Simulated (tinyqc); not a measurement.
Reverse leakage of an n+-p junction: diffusion, generation, trap-assisted and band-to-band tunnelling: one step of the calculation.

One-sided abrupt junction in the depletion approximation, x from the junction (0) to W on the p side, field F = F0 (1 - x/W). Flat quasi-Fermi levels, long p side. Traps generate through SRH with both lifetimes shortened by 1 + Gamma (Hurkx enhancement, form for moderate fields); band-to-band generation is local and needs a total bending above Eg.

Question. Field, scales and diffusion current. ni = sqrt(Nc Nv) exp(-Eg/(2 Vt)), Eg in volts; Vbi = Vt ln(Na Nd/ni^2); W = sqrt(2 eps0 eps_r (Vbi + VR)/(q Na)); F0 = 2 (Vbi + VR)/W; FG = sqrt(24 mt m0 (kB T)^3)/(q hbar); J_diff = q ni^2 sqrt(Dn/tau)(1 - exp(-VR/Vt))/Na.

Values chosen for this exercise; band and dielectric values close to those of silicon: temperature T = 300 K; band gap Eg = 1.12 eV; relative permittivity eps_r = 11.9; conduction-band density of states at T Nc = 2.76e19 cm^-3; valence-band density of states at T Nv = 2.61e19 cm^-3; acceptor density of the lighter side Na = 1.1e17 cm^-3; donor density of the heavier side Nd = 1e19 cm^-3; SRH lifetime of both carriers at zero field tau = 8e-6 s; tunnelling mass mt = 0.26 m0; electron diffusion coefficient on the lighter side Dn = 7 cm^2/s; reverse bias VR = 0.8 V.

Constants: q = 1.602176634e-19 C, kB = 1.380649e-23 J/K, hbar = 1.054571817e-34 J s, m0 = 9.1093837015e-31 kg, Vt = kB T/q, eps0 = 8.8541878128e-14 F/cm where lengths are in cm. Results are converted to the units shown.

Give: ni; Vbi; W; F0; FG; J_diff.

Answer.

ni = 1.050e10 cm^-3
Vbi = 0.9524 V
W = 144.8 nm
F0 = 242.1 kV/cm
FG = 376.1 kV/cm
J_diff = 1.502e-13 A/cm^2

Range of the model: The n+ side is degenerate, so Vbi from Boltzmann statistics is only a guide.

Computed by the program tinyqc: `OMP_NUM_THREADS=1 python tinyqc.py 2290008 2290009 out.jsonl`, one thread of a shared Intel Xeon 2.30GHz, about 0.01 s for the whole run.
